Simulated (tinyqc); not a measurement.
Pillar capacitor in an array: capacitance, non-linearity, leakage and relaxation: one step of the calculation.

A film between two metal electrodes, each interface adding a series capacitance ci. The small-signal permittivity is ek (1 + aq E^2); the field is found with the linear permittivity. Leakage J = J0 sinh(E/Ef). After a voltage step the film passes a relaxation current kr C V tt^(-nr), tt being the time in seconds. The sidewall is a coaxial capacitor with radii a = dm/2 and b = dm/2 + t, depth AR dm; the end face is left out.

Problem. Cell capacitance, fields and time constant. Per length 1/c = ln(b/a)/(2 pi eps0 ek) + (1/a + 1/b)/(2 pi ci); cell capacitance c AR dm; per footprint over pt^2; fields c V/(2 pi eps0 ek r) at r = a and b; resistance of the inner electrode rho AR dm/(pi a^2); time constant R C/3 of the distributed line.

Inputs (values chosen for the exercise); permittivity of the order of that of silicon nitride:
- ek = 6.62 (relative permittivity of the film)
- t = 26 nm (film thickness)
- ci = 1000 uF/cm^2 (capacitance of each electrode interface (dead layer and screening))
- V = 1.3 V (bias)
- dm = 310 nm (diameter of the pillar)
- AR = 30 (aspect ratio, depth over diameter)
- pt = 510 nm (pitch of the square array)
- rho = 1400 uohm cm (resistivity of the inner electrode)

Constants: eps0 = 8.8541878128e-14 F/cm where lengths are in cm. Results are converted to the units shown.

Give: a; b; cell capacitance; capacitance per footprint; field at a; field at b; R; R C/3.

Solution.

a = 155.00 nm
b = 181.00 nm
cell capacitance = 22.077 fF
capacitance per footprint = 8.4879 uF/cm^2
field at a = 0.54061 MV/cm
field at b = 0.46295 MV/cm
R = 1.7250 kohm
R C/3 = 12.695 ps

The array gives 37.7 times the planar capacitance per footprint; curvature makes the field at the inner electrode 1.08 times the planar value.

Computed by the program tinyqc: `OMP_NUM_THREADS=1 python tinyqc.py 2102044 2102045 out.jsonl`, one thread of a shared Intel Xeon 2.30GHz, about 0.01 s for the whole run.
